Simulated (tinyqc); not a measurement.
# Transistor under a ferroelectric capacitor (negative capacitance), static model: two studies

A ferroelectric film of thickness tf lies between the gate and an inner metal at potential v, which drives an ordinary transistor. One domain, P = Q (background permittivity neglected): Vg = v + tf (2 al Q + 4 be Q^3), al = -3 sqrt(3) Ec/(4 Pr), be = 3 sqrt(3) Ec/(8 Pr^3). Gate charge Q(v) = Qi + Cp v with the channel charge Qi = Cox n Vt ln(1 + exp((v - VT)/(n Vt))). Q in uC/cm^2, E in kV/cm; 1 nm times 1 kV/cm is 1e-4 V. Domains, leakage and the switching time are left out.

Inputs (values chosen for the exercise); Pr and Ec close to those of hafnium oxide based films:
```
symbol  value     unit                                      meaning
T         300        K                                  temperature
Pr          8  uC/cm^2                        remanent polarisation
Ec       1200    kV/cm                               coercive field
Cox         3  uF/cm^2               capacitance of the inner oxide
Cp       0.44  uF/cm^2            overlap capacitance per gate area
VT       0.25        V            threshold of the inner transistor
n        1.22           subthreshold factor of the inner transistor
Vg        0.6        V                                 gate voltage
```

Constants: q = 1.602176634e-19 C, kB = 1.380649e-23 J/K, Vt = kB T/q. Results are converted to the units shown.

Each table varies one quantity; the others keep the values above.

## Effect of the overlap capacitance per gate area

C = dQ/dv = Cox/(1 + exp(-(v - VT)/(n Vt))) + Cp; dVg/dv = 1 + C tf (2 al + 12 be Q^2); gain = dv/dVg. The largest gain is taken over -0.3 V < v < 2.5 V, tc is the thickness at which dVg/dv first touches zero, the swing is n Vt ln 10 (1 + 2 al tf Cp), v solves Vg(v) = Vg, and the last column compares Qi(v) with Qi(Vg) of the transistor without the film.

In this table tf = 5.1 nm.

Effect of the overlap capacitance per gate area:
```
Cp (uF/cm^2),tc (nm),largest gain,swing (mV/decade),v at Vg (V),Qi with/without film
0.1,8.434,2.530,71.18,1.048,2.281
0.3,7.956,2.786,68.29,1.097,2.420
0.5,7.535,3.095,65.41,1.137,2.535
0.7,7.162,3.473,62.52,1.169,2.624
0.9,6.830,3.948,59.63,1.191,2.687
1.1,6.532,4.560,56.74,1.204,2.726
1.3,6.265,5.378,53.86,1.211,2.745
1.5,6.023,6.525,50.97,1.212,2.748
```

What does the comparison show?

As Cp goes from 0.1 to 1.5 uF/cm^2, the largest gain rises from 2.53 to 6.53, the swing falls from 71.2 to 51.0 mV a decade and tc falls from 8.43 to 6.02 nm. For Cp = 0.3 to 1.5 uF/cm^2 the gate charge passes 2.5 uC/cm^2, about what a silicon dioxide interlayer withstands. For Cp = 1.3 to 1.5 uF/cm^2 the gain relies on a single-domain state close to the fold, which domains would spoil.

## Effect of the remanent polarisation

Same model as above.

In this table tf = 5.1 nm.

Results:
```
Pr (uC/cm^2),tc (nm),largest gain,swing (mV/decade),v at Vg (V),Qi with/without film
6.3,6.096,6.118,64.56,1.208,2.738
7.8,7.472,3.150,66.11,1.139,2.541
9.8,9.314,2.210,67.44,1.006,2.161
12,11.35,1.816,68.39,0.8983,1.852
15,14.13,1.565,69.24,0.8129,1.608
24,22.48,1.293,70.51,0.7120,1.320
```

Estimate the missing row, Pr = 19 uC/cm^2.

Computed row:
```
Pr (uC/cm^2),tc (nm),largest gain,swing (mV/decade),v at Vg (V),Qi with/without film
19,17.84,1.400,69.95,0.7524,1.435
```

With this row back in the table: As Pr goes from 6.3 to 24 uC/cm^2, the largest gain falls from 6.12 to 1.29, the swing rises from 64.6 to 70.5 mV a decade and tc rises from 6.10 to 22.5 nm. At Pr = 5 uC/cm^2 tf is within 2 % of tc or beyond it, so those rows are left out. For Pr = 6.3 to 9.8 uC/cm^2 the gate charge passes 2.5 uC/cm^2, about what a silicon dioxide interlayer withstands. At Pr = 6.3 uC/cm^2 the gain relies on a single-domain state close to the fold, which domains would spoil.

tinyqc, about 0.02 s, one thread, Intel Xeon 2.30GHz (shared host): `OMP_NUM_THREADS=1 python tinyqc.py 2860018 2860019 out.jsonl`
